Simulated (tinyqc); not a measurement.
Inside a calculation. Method: CCSD on RHF in the sto-6g basis, for BeH+, spin multiplicity 1. Computed by tinyqc, a small Python program that keeps every step (integrals from PySCF). Settings: charge = 1, multiplicity = 1, basis = sto-6g, method = RHF, energy threshold = 1e-10, iteration cap = 52, orthogonalisation = canonical, start = atomic densities, DIIS depth = 6, amplitude equations = CCSD, DIIS depth for amplitudes = 0, cap on updates = 66. Command: `OMP_NUM_THREADS=1 python tinyqc.py 25000 25001 out.jsonl` (the two numbers bound the seeds that draw the settings). One thread of a shared host (Intel(R) Xeon(R) Processor @ 2.60GHz), about 0.3 s of CPU time with the checks. The early iterations of the SCF are left out here.

## One-electron integrals

Geometry (angstrom):
```
atom       x       y       z
Be    0.0000  0.0000  0.0000
H     0.0000  0.0000  1.4990
```

Basis sto-6g: exponents (1/bohr^2) and contraction coefficients of normalised primitives:
```
element  l (shell)  exponent  coefficient
Be           s (1)  312.8705       0.0092
Be           s (1)   57.3645       0.0494
Be           s (1)   16.0485       0.1685
Be           s (1)    5.5131       0.3706
Be           s (1)    2.1409       0.4165
Be           s (1)    0.8817       0.1303
Be           s (2)   13.6332      -0.0133
Be           s (2)    2.6984      -0.0470
Be           s (2)    0.8387      -0.0338
Be           s (2)    0.3227       0.2502
Be           s (2)    0.1401       0.5951
Be           s (2)    0.0642       0.2407
Be           p (3)   13.6332       0.0038
Be           p (3)    2.6984       0.0377
Be           p (3)    0.8387       0.1739
Be           p (3)    0.3227       0.4180
Be           p (3)    0.1401       0.4259
Be           p (3)    0.0642       0.1017
H            s (1)   35.5232       0.0092
H            s (1)    6.5131       0.0494
H            s (1)    1.8221       0.1685
H            s (1)    0.6260       0.3706
H            s (1)    0.2431       0.4165
H            s (1)    0.1001       0.1303
```

Overlap, kinetic and nuclear-attraction integrals over the contracted functions; the nuclear repulsion is the sum of Za Zb / Rab.

nuclear repulsion = 1.412081 hartree

overlap S:
```
         1Be 1s  1Be 2s  1Be 2px  1Be 2py  1Be 2pz   2H 1s
1Be 1s   1.0000  0.2548   0.0000   0.0000   0.0000  0.0506
1Be 2s   0.2548  1.0000   0.0000   0.0000   0.0000  0.3983
1Be 2px  0.0000  0.0000   1.0000   0.0000   0.0000  0.0000
1Be 2py  0.0000  0.0000   0.0000   1.0000   0.0000  0.0000
1Be 2pz  0.0000  0.0000   0.0000   0.0000   1.0000  0.4767
2H 1s    0.0506  0.3983   0.0000   0.0000   0.4767  1.0000
```

kinetic energy T (hartree):
```
          1Be 1s   1Be 2s  1Be 2px  1Be 2py  1Be 2pz    2H 1s
1Be 1s    6.7688  -0.2074   0.0000   0.0000   0.0000  -0.0132
1Be 2s   -0.2074   0.2201   0.0000   0.0000   0.0000   0.0470
1Be 2px   0.0000   0.0000   0.6613   0.0000   0.0000   0.0000
1Be 2py   0.0000   0.0000   0.0000   0.6613   0.0000   0.0000
1Be 2pz   0.0000   0.0000   0.0000   0.0000   0.6613   0.1446
2H 1s    -0.0132   0.0470   0.0000   0.0000   0.1446   0.7685
```

nuclear attraction V (hartree):
```
           1Be 1s   1Be 2s  1Be 2px  1Be 2py  1Be 2pz    2H 1s
1Be 1s   -15.0678  -1.7407   0.0000   0.0000  -0.0151  -0.3798
1Be 2s    -1.7407  -2.6385   0.0000   0.0000  -0.1297  -1.0231
1Be 2px    0.0000   0.0000  -2.6056   0.0000   0.0000   0.0000
1Be 2py    0.0000   0.0000   0.0000  -2.6056   0.0000   0.0000
1Be 2pz   -0.0151  -0.1297   0.0000   0.0000  -2.7040  -1.2118
2H 1s     -0.3798  -1.0231   0.0000   0.0000  -1.2118  -2.6460
```

core Hamiltonian H = T + V (hartree):
```
          1Be 1s   1Be 2s  1Be 2px  1Be 2py  1Be 2pz    2H 1s
1Be 1s   -8.2991  -1.9481   0.0000   0.0000  -0.0151  -0.3930
1Be 2s   -1.9481  -2.4183   0.0000   0.0000  -0.1297  -0.9761
1Be 2px   0.0000   0.0000  -1.9443   0.0000   0.0000   0.0000
1Be 2py   0.0000   0.0000   0.0000  -1.9443   0.0000   0.0000
1Be 2pz  -0.0151  -0.1297   0.0000   0.0000  -2.0427  -1.0672
2H 1s    -0.3930  -0.9761   0.0000   0.0000  -1.0672  -1.8775
```

## Two-electron integrals

Functions are numbered as in S; the eight-fold symmetry (ij|kl) = (ji|kl) = (kl|ij) leaves the list below.

Two-electron integrals (ij|kl) in chemists' order, unique and non-zero (hartree):
```
(11|11) 2.3000   (21|11) 0.3619   (21|21) 0.0719   (22|11) 0.5703
(22|21) 0.1397   (22|22) 0.4178   (31|31) 0.0153   (32|31) 0.0226
(32|32) 0.0923   (33|11) 0.5703   (33|21) 0.1397   (33|22) 0.4178
(33|33) 0.4501   (41|41) 0.0153   (42|41) 0.0226   (42|42) 0.0923
(43|43) 0.0243   (44|11) 0.5703   (44|21) 0.1397   (44|22) 0.4178
(44|33) 0.4016   (44|44) 0.4501   (51|51) 0.0153   (52|51) 0.0226
(52|52) 0.0923   (53|53) 0.0243   (54|54) 0.0243   (55|11) 0.5703
(55|21) 0.1397   (55|22) 0.4178   (55|33) 0.4016   (55|44) 0.4016
(55|55) 0.4501   (61|11) 0.0738   (61|21) 0.0142   (61|22) 0.0276
(61|33) 0.0273   (61|44) 0.0273   (61|51) 0.0014   (61|52) 0.0027
(61|55) 0.0280   (61|61) 0.0030   (62|11) 0.1835   (62|21) 0.0457
(62|22) 0.1495   (62|33) 0.1438   (62|44) 0.1438   (62|51) 0.0064
(62|52) 0.0380   (62|55) 0.1610   (62|61) 0.0100   (62|62) 0.0809
(63|31) 0.0043   (63|32) 0.0199   (63|53) 0.0065   (63|63) 0.0072
(64|41) 0.0043   (64|42) 0.0199   (64|54) 0.0065   (64|64) 0.0072
(65|11) 0.1996   (65|21) 0.0503   (65|22) 0.1720   (65|33) 0.1619
(65|44) 0.1619   (65|51) 0.0103   (65|52) 0.0591   (65|55) 0.1922
(65|61) 0.0116   (65|62) 0.1057   (65|65) 0.1423   (66|11) 0.3513
(66|21) 0.0892   (66|22) 0.3264   (66|33) 0.3030   (66|44) 0.3030
(66|51) 0.0143   (66|52) 0.1108   (66|55) 0.3733   (66|61) 0.0202
(66|62) 0.2261   (66|65) 0.3132   (66|66) 0.7750
```

## Orthogonalisation

S = U s U^T; canonical form X = U s^(-1/2), so that X^T S X = 1. Each column of U has its largest component positive (the first on a tie).

eigenvalues of S: 0.3673  0.7981  1.0000  1.0000  1.1750  1.6596

X:
```
               1        2        3       4        5       6
1Be 1s    0.2347   0.7901   0.0000  0.0000   0.5989  0.1903
1Be 2s   -0.8081  -0.5848   0.0000  0.0000   0.4484  0.3888
1Be 2px   0.0000   0.0000   0.7379  0.6749   0.0000  0.0000
1Be 2py   0.0000   0.0000  -0.6749  0.7379   0.0000  0.0000
1Be 2pz  -0.8541   0.4931   0.0000  0.0000  -0.5066  0.3774
2H 1s     1.1336  -0.2089   0.0000  0.0000  -0.1860  0.5222
```

Within a degenerate level the vectors are fixed only up to a rotation; this is one choice.

## Iteration 8 (converged): orbitals

converged F (hartree):
```
          1Be 1s   1Be 2s  1Be 2px  1Be 2py  1Be 2pz    2H 1s
1Be 1s   -5.0805  -1.3644   0.0000   0.0000   0.0163  -0.2725
1Be 2s   -1.3644  -0.8338   0.0000   0.0000  -0.1304  -0.4940
1Be 2px   0.0000   0.0000  -0.1404   0.0000   0.0000   0.0000
1Be 2py   0.0000   0.0000   0.0000  -0.1404   0.0000   0.0000
1Be 2pz   0.0163  -0.1304   0.0000   0.0000  -0.3021  -0.4132
2H 1s    -0.2725  -0.4940   0.0000   0.0000  -0.4132  -0.5050
```

Diagonalise F' = X^T F X, C = X C', fill 2 alpha and 2 beta electrons from the bottom; D = 2 C_occ C_occ^T. Each column has its largest component positive (the first on a tie).

F' = X^T F X (hartree):
```
         1        2        3        4        5        6
1   0.1977  -0.3445   0.0000   0.0000  -0.2600  -0.0931
2  -0.3445  -2.1492   0.0000   0.0000  -2.1435  -0.8170
3   0.0000   0.0000  -0.1404   0.0000   0.0000   0.0000
4   0.0000   0.0000   0.0000  -0.1404   0.0000   0.0000
5  -0.2600  -2.1435   0.0000   0.0000  -2.7033  -1.0632
6  -0.0931  -0.8170   0.0000   0.0000  -1.0632  -1.1462
```

orbital energies (hartree): MO1 -5.0817, MO2 -0.7077, MO3 -0.2611, MO4 -0.1404, MO5 -0.1404, MO6 0.2494

coefficients C:
```
             MO1      MO2      MO3      MO4     MO5      MO6
1Be 1s    0.9957  -0.1823  -0.1915   0.0000  0.0000   0.1138
1Be 2s    0.0167   0.5777   0.7558   0.0000  0.0000  -0.6650
1Be 2px   0.0000   0.0000   0.0000  -0.6308  0.7760   0.0000
1Be 2py   0.0000   0.0000   0.0000   0.7760  0.6308   0.0000
1Be 2pz  -0.0024   0.2862  -0.6267   0.0000  0.0000  -0.9471
2H 1s    -0.0012   0.4985  -0.2630   0.0000  0.0000   1.1481
```

D after iteration 8:
```
          1Be 1s   1Be 2s  1Be 2px  1Be 2py  1Be 2pz    2H 1s
1Be 1s    2.0492  -0.1774   0.0000   0.0000  -0.1092  -0.1842
1Be 2s   -0.1774   0.6680   0.0000   0.0000   0.3306   0.5759
1Be 2px   0.0000   0.0000   0.0000   0.0000   0.0000   0.0000
1Be 2py   0.0000   0.0000   0.0000   0.0000   0.0000   0.0000
1Be 2pz  -0.1092   0.3306   0.0000   0.0000   0.1638   0.2854
2H 1s    -0.1842   0.5759   0.0000   0.0000   0.2854   0.4971
```

Within a degenerate level the vectors are fixed only up to a rotation; this is one choice.

## Convergence

Stop when the energy changes by less than 1e-10 hartree and every element of the error matrix X^T (F D S - S D F) X is below 3e-06.

Course of the cycle:
```
iteration  E (hartree)     change  largest element of the error matrix
1           -12.771280          -                             2.59e-01
2           -14.788248  -2.02e+00                             9.18e-02
3           -14.809493  -2.12e-02                             2.61e-02
4           -14.811979  -2.49e-03                             8.90e-03
5           -14.812330  -3.51e-04                             7.94e-04
6           -14.812332  -1.93e-06                             2.59e-05
7           -14.812332  -3.19e-10                             1.17e-06
8           -14.812332  -6.71e-12                             2.80e-08
```

PySCF RHF in the same basis = -14.812332 hartree

Converged in 8 iterations.

## Integrals over molecular orbitals

(pq|rs) = sum C_ip C_jq C_kr C_ls (ij|kl), one index at a time.

one-electron integrals over orbitals h = C^T H C (hartree):
```
         1        2        3        4        5        6
1  -8.2919   0.1657   0.2060   0.0000   0.0000  -0.0806
2   0.1657  -2.1431  -0.0180   0.0000   0.0000   0.1980
3   0.2060  -0.0180  -1.9381   0.0000   0.0000  -0.0453
4   0.0000   0.0000   0.0000  -1.9443   0.0000   0.0000
5   0.0000   0.0000   0.0000   0.0000  -1.9443   0.0000
6  -0.0806   0.1980  -0.0453   0.0000   0.0000  -1.6406
```

Two-electron integrals over orbitals (pq|rs), unique and non-zero (hartree):
```
(11|11) 2.2844    (21|11) -0.1670   (21|21) 0.0213    (22|11) 0.4735
(22|21) 0.0014    (22|22) 0.5096    (31|11) -0.1781   (31|21) 0.0174
(31|22) -0.0168   (31|31) 0.0291    (32|11) 0.0513    (32|21) -0.0058
(32|22) -0.0671   (32|31) 0.0018    (32|32) 0.0401    (33|11) 0.5537
(33|21) -0.0127   (33|22) 0.3194    (33|31) 0.0037    (33|32) 0.0318
(33|33) 0.4606    (41|41) 0.0159    (42|41) 0.0133    (42|42) 0.0429
(43|41) 0.0140    (43|42) 0.0317    (43|43) 0.0515    (44|11) 0.5701
(44|21) -0.0057   (44|22) 0.3612    (44|31) -0.0058   (44|32) 0.0241
(44|33) 0.3968    (44|44) 0.4501    (51|51) 0.0159    (52|51) 0.0133
(52|52) 0.0429    (53|51) 0.0140    (53|52) 0.0317    (53|53) 0.0515
(54|54) 0.0243    (55|11) 0.5701    (55|21) -0.0057   (55|22) 0.3612
(55|31) -0.0058   (55|32) 0.0241    (55|33) 0.3968    (55|44) 0.4016
(55|55) 0.4501    (61|11) 0.1034    (61|21) -0.0169   (61|22) -0.0101
(61|31) -0.0047   (61|32) 0.0073    (61|33) 0.0172    (61|44) 0.0022
(61|55) 0.0022    (61|61) 0.0191    (62|11) -0.1315   (62|21) 0.0026
(62|22) 0.0481    (62|31) 0.0075    (62|32) -0.0485   (62|33) -0.0264
(62|44) -0.0613   (62|55) -0.0613   (62|61) 0.0022    (62|62) 0.1234
(63|11) 0.0520    (63|21) -0.0030   (63|22) -0.0559   (63|31) 0.0058
(63|32) 0.0344    (63|33) 0.0564    (63|44) 0.0213    (63|55) 0.0213
(63|61) 0.0066    (63|62) -0.0502   (63|63) 0.0513    (64|41) -0.0088
(64|42) -0.0290   (64|43) -0.0131   (64|64) 0.0255    (65|51) -0.0088
(65|52) -0.0290   (65|53) -0.0131   (65|65) 0.0255    (66|11) 0.5066
(66|21) -0.0007   (66|22) 0.5097    (66|31) -0.0150   (66|32) -0.0670
(66|33) 0.3480    (66|44) 0.3661    (66|55) 0.3661    (66|61) -0.0070
(66|62) 0.0770    (66|63) -0.0570   (66|66) 0.5477
```

## CCSD: starting amplitudes

t_ij^ab = <ij||ab> / (e_i + e_j - e_a - e_b), whose energy is MP2.

Starting amplitudes (spin orbitals 1a, 1b, ...; amplitudes related by a flip of all spins are not repeated):
```
from      to          t
2a 2b  6a 6b    -0.0645
2a 2b  3a 3b    -0.0449
2a 2b  4a 4b    -0.0378
2a 2b  5a 5b    -0.0378
2a 2b  3a 6b     0.0346
1a 1b  3a 3b    -0.0030
1a 2b  4a 4b    -0.0024
1a 2b  5a 5b    -0.0024
1a 1b  6a 6b    -0.0018
1a 1b  4a 4b    -0.0016
1a 1b  5a 5b    -0.0016
1a 2b  3a 6b    -0.0013
1a 2b  3b 6a     0.0013
1a 1b  3a 6b   4.63e-04
1a 2b  6a 6b  -3.56e-04
1a 2b  3a 3b  -3.50e-04
1a 2a  3a 6a  -3.52e-05
```

correlation energy = -0.016706 hartree

## CCSD: amplitude update 1

t_i^a D_i^a and t_ij^ab D_ij^ab are set to the remaining terms of the spin-orbital equations, evaluated with the old amplitudes; for the doubles these are <ij||ab> + 1/2 <ab||ef> t_ij^ef + 1/2 <mn||ij> t_mn^ab + P(ij)P(ab) <mb||ej> t_im^ae + terms in t^2 + terms with t1, D the orbital-energy denominators.

Amplitudes after update 1 (spin orbitals 1a, 1b, ...; amplitudes related by a flip of all spins are not repeated):
```
from      to          t
2a 2b  6a 6b    -0.0867
2a 2b  3a 3b    -0.0566
2a 2b  3a 6b     0.0520
2a 2b  4a 4b    -0.0453
2a 2b  5a 5b    -0.0453
2a        3a     0.0113
2a        6a     0.0031
1a 1b  3a 3b    -0.0027
1a 2b  4a 4b    -0.0026
1a 2b  5a 5b    -0.0026
1a 1b  6a 6b    -0.0015
1a 1b  4a 4b    -0.0015
1a 1b  5a 5b    -0.0015
1a 2b  3b 6a     0.0014
1a 2b  3a 6b    -0.0014
1a 2b  6a 6b  -4.81e-04
1a 1b  3a 6b   2.75e-04
1a        3a   2.73e-04
1a 2b  3a 3b  -2.55e-04
1a        6a  -1.76e-04
1a 2a  3a 6a   1.14e-05
```

correlation energy = -0.022246 hartree

## CCSD: amplitude update 2

As before.

Amplitudes after update 2 (spin orbitals 1a, 1b, ...; amplitudes related by a flip of all spins are not repeated):
```
from      to          t
2a 2b  6a 6b    -0.0938
2a 2b  3a 3b    -0.0645
2a 2b  3a 6b     0.0603
2a 2b  4a 4b    -0.0465
2a 2b  5a 5b    -0.0465
2a        3a     0.0198
2a        6a     0.0059
1a 1b  3a 3b    -0.0027
1a 2b  4a 4b    -0.0027
1a 2b  5a 5b    -0.0027
1a 2b  3b 6a     0.0016
1a 1b  6a 6b    -0.0015
1a 1b  4a 4b    -0.0015
1a 1b  5a 5b    -0.0015
1a 2b  3a 6b    -0.0015
1a 2b  6a 6b    -0.0005
1a 2b  3a 3b  -2.66e-04
1a        3a   2.62e-04
1a        6a  -2.49e-04
1a 1b  3a 6b   2.43e-04
1a 2a  3a 6a   8.73e-05
```

correlation energy = -0.024347 hartree

## CCSD: amplitude update 3

As before.

Amplitudes after update 3 (spin orbitals 1a, 1b, ...; amplitudes related by a flip of all spins are not repeated):
```
from      to          t
2a 2b  6a 6b    -0.0959
2a 2b  3a 3b    -0.0701
2a 2b  3a 6b     0.0644
2a 2b  4a 4b    -0.0464
2a 2b  5a 5b    -0.0464
2a        3a     0.0260
2a        6a     0.0078
1a 2b  4a 4b    -0.0027
1a 2b  5a 5b    -0.0027
1a 1b  3a 3b    -0.0026
1a 2b  3b 6a     0.0016
1a 1b  6a 6b    -0.0015
1a 2b  3a 6b    -0.0015
1a 1b  4a 4b    -0.0015
1a 1b  5a 5b    -0.0015
1a 2b  6a 6b    -0.0005
1a        6a  -3.00e-04
1a 2b  3a 3b  -2.90e-04
1a        3a   2.33e-04
1a 1b  3a 6b   2.17e-04
1a 2a  3a 6a   1.39e-04
```

correlation energy = -0.025218 hartree

## CCSD: convergence

E_corr = 1/4 sum <ij||ab> t_ij^ab + 1/2 sum <ij||ab> t_i^a t_j^b; stop when the norm of the change is below 1e-8.

Course of the amplitude iterations:
```
update  correlation energy (hartree)  norm of the change
0                          -0.016706                   -
1                          -0.022246            7.54e-02
2                          -0.024347            3.42e-02
3                          -0.025218            1.91e-02
4                          -0.025621            1.22e-02
5                          -0.025829            8.16e-03
6                          -0.025948            5.60e-03
7                          -0.026020            3.88e-03
8                          -0.026067            2.70e-03
9                          -0.026098            1.88e-03
10                         -0.026119            1.32e-03
11                         -0.026133            9.19e-04
12                         -0.026143            6.42e-04
13                         -0.026150            4.49e-04
...                              ...                 ...
30                         -0.026165            1.02e-06
31                         -0.026165            7.11e-07
32                         -0.026165            4.97e-07
33                         -0.026165            3.47e-07
34                         -0.026165            2.43e-07
35                         -0.026165            1.70e-07
36                         -0.026165            1.19e-07
37                         -0.026165            8.29e-08
38                         -0.026165            5.80e-08
39                         -0.026165            4.05e-08
40                         -0.026165            2.83e-08
41                         -0.026165            1.98e-08
42                         -0.026165            1.38e-08
43                         -0.026165            9.67e-09
```

Converged amplitudes (spin orbitals 1a, 1b, ...; amplitudes related by a flip of all spins are not repeated):
```
from      to          t
2a 2b  6a 6b    -0.0949
2a 2b  3a 3b    -0.0831
2a 2b  3a 6b     0.0706
2a 2b  4a 4b    -0.0461
2a 2b  5a 5b    -0.0461
2a        3a     0.0413
2a        6a     0.0113
1a 2b  4a 4b    -0.0027
1a 2b  5a 5b    -0.0027
1a 1b  3a 3b    -0.0025
1a 2b  3b 6a     0.0018
1a 2b  3a 6b    -0.0015
1a 1b  6a 6b    -0.0015
1a 1b  4a 4b    -0.0015
1a 1b  5a 5b    -0.0015
1a 2b  6a 6b    -0.0006
1a        6a  -4.06e-04
1a 2b  3a 3b  -3.36e-04
1a 2a  3a 6a   2.35e-04
1a 1b  3a 6b   1.70e-04
1a        3a   1.46e-04
```

CCSD total energy = -14.838497 hartree

T1 diagnostic, norm of the one-spin t1 over sqrt(correlated electrons) = 0.0214

Converged in 43 updates.
